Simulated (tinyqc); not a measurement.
Inside a calculation: delta-doped layer in the Thomas-Fermi potential. Values are carried at full precision from step to step, so a last printed digit may differ when a step is redone from the rounded ones.

All donors ionised in the plane z = 0, zero temperature, energies from the Fermi level EF of the Thomas-Fermi model, which lies at the bulk band edge; c = hbar^2/2m0, q = e^2/(4 pi eps0). gv = 4 equivalent valleys, m_d = sqrt(m3^3/mz) in the plane. With n = (gv/3 pi^2)(m3 (-V)/c)^(3/2) and V'' = -(4 pi q/eps) n for z > 0, the solution is V = -b/(|z| + z0)^4 with sqrt(b) = 20/K, K = (4 pi q/eps)(gv/3 pi^2)(m3/c)^(3/2), and z0^5 = 4b/(e F0), e F0 = 2 pi q N/eps; 1e13/cm^2 = 1e-3/angstrom^2. Exchange and correlation are left out.

Constants: hbar^2/2m0 = 3.80998211 eV angstrom^2; e^2/(4 pi eps0) = 14.39964547 eV angstrom.

Inputs chosen for the exercise (near those of a delta-doped layer in Ge; not measured data):
- m3 = 0.223 m0 (density-of-states mass of a valley)
- mz = 0.117 m0 (mass along z)
- eps = 16.5 (dielectric constant)
- N = 5.5 x 1e13/cm^2 (donor sheet density)

## The Thomas-Fermi well

Give K, b, e F0, z0 and the depth b/z0^4.

K = 0.020979 eV^(-1/2) angstrom^-2
b = 9.0883e+05 eV angstrom^4
e F0 = 0.030159 eV/angstrom
z0 = 41.33 angstrom
depth = 0.3116 eV

Half of the electrons lie within |z| < (2^(1/5) - 1) z0 = 6.1 angstrom. The mean donor spacing in the plane is 13.5 angstrom, against a Bohr radius 0.529177 eps/m3 = 39.2 angstrom: the orbits overlap many donors, so a smeared sheet is a fair model in the plane. Across the plane the Thomas-Fermi density is more peaked than that of the quantised subbands, the more so the fewer are filled.

## Profile

V = -b/(|z| + z0)^4, n and the share of electrons beyond |z|, (z0/(|z| + z0))^5, at z = 0, 0.1, 0.25, 0.5, 1 and 2 times z0; n = (eps/(4 pi q)) 20 b/(|z| + z0)^6, q = e^2/(4 pi eps0), 1/angstrom^3 = 1e24/cm^3.

Profile:
```
z (angstrom)   V (eV)  n (1e19/cm^3)  share beyond
0.0           -0.3116           33.3         1.000
4.1           -0.2128           18.8         0.621
10.3          -0.1276           8.72         0.328
20.7          -0.0615           2.92         0.132
41.3          -0.0195          0.520         0.031
82.7          -0.0038         0.0456         0.004
```

## Subbands

Subbands solve -(c/m_z) psi'' + V psi = E psi on 1280 points of spacing z0/80; up to ten levels for each group, kept if bound with an rms width below 2.5 z0.

List the bound levels with their rms width.

Subbands:
```
label  valleys g  m_d (m0)   E (eV)  rms z (angstrom)
0              4    0.3079  -0.1099              15.7
1              4    0.3079  -0.0027              96.5
```

The lowest level lies 65 % of the way up the well, and 1 follows 107 meV higher.

## Filling the subbands

At zero temperature n_i = g m_d (mu - E_i)/(2 pi c) for E_i < mu, c = hbar^2/2m0; find mu from sum n_i = N (1e13/cm^2 = 1e-3/angstrom^2).

mu = -0.0030 eV

n_i in the order of the list (1e13/cm^2): 5.500  0.000

1 subband filled in part, the lowest with 100 % of the electrons. The potential was built for a Fermi level at 0; filling its quantised levels puts mu 1.0 % of the depth below that; with so few subbands the Thomas-Fermi picture is crude, and a close match would be chance.

## Estimate from a V-shaped well

Near z = 0 the well is -depth + e F0 |z|, whose levels are a (c (e F0)^2/m_z)^(1/3) with a = 1.018793 (even) and 2.338107 (odd); c = hbar^2/2m0, m_z = mz.

levels 0 and 1 (eV): 0.0036  0.4118

Level 0 comes out 114 meV too high, since screening flattens the true well away from the plane, and both levels land above the rim at 0.

## Checks

- Integral of the Thomas-Fermi density against N, 1e13/cm^2: both 5.500.
- Lowest level on a finer grid (z0/200), eV: both -0.110.

tinyqc: `OMP_NUM_THREADS=1 python tinyqc.py 1282744 1282745 out.jsonl`; about 0.05 s, one thread, shared Intel(R) Xeon(R) Processor @ 2.30GHz.
